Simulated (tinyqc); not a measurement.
Two coupled magnetic layers: synthetic antiferromagnet, spin flop, exchange bias and magnetoresistance: one step, computed by the program tinyqc. Command: `OMP_NUM_THREADS=1 python tinyqc.py 3016544 3016545 out.jsonl saf walk`. One thread of a shared host (Intel(R) Xeon(R) Processor @ 2.30GHz), about 0.3 s of CPU time with the checks.

Moments lie in the plane at the angles p1, p2 from the field. Energy per area: E = J1 cos(p1 - p2) + J2 cos^2(p1 - p2) - B M_s (t1 cos p1 + t2 cos p2) + K (t1 sin^2 p1 + t2 sin^2 p2).

Question. Limit of the antiparallel state. With p1 = 0, p2 = 180 degrees and c2 = J1 - 2 J2 the Hessian is [[c2 + t1 (2K + b), -c2], [-c2, c2 + t2 (2K - b)]], b = B M_s; its determinant vanishes at the positive root of t1 t2 b^2 - c2 (t1 - t2) b - [2K c2 (t1 + t2) + 4 K^2 t1 t2] = 0.

Inputs (values chosen for the exercise, for a model stack):
```
quantity                       value    unit
saturation magnetisation M_s    1030    kA/m
thickness t1                     3.1      nm
thickness t2                     3.1      nm
antiferromagnetic coupling J1      1  mJ/m^2
biquadratic coupling J2            0  mJ/m^2
in-plane anisotropy K            1.3  kJ/m^3
```

Field direction: along the easy axis.

Give: stability limit B_sf of the antiparallel state.

Answer.

stability limit B_sf of the antiparallel state = 39.84 mT
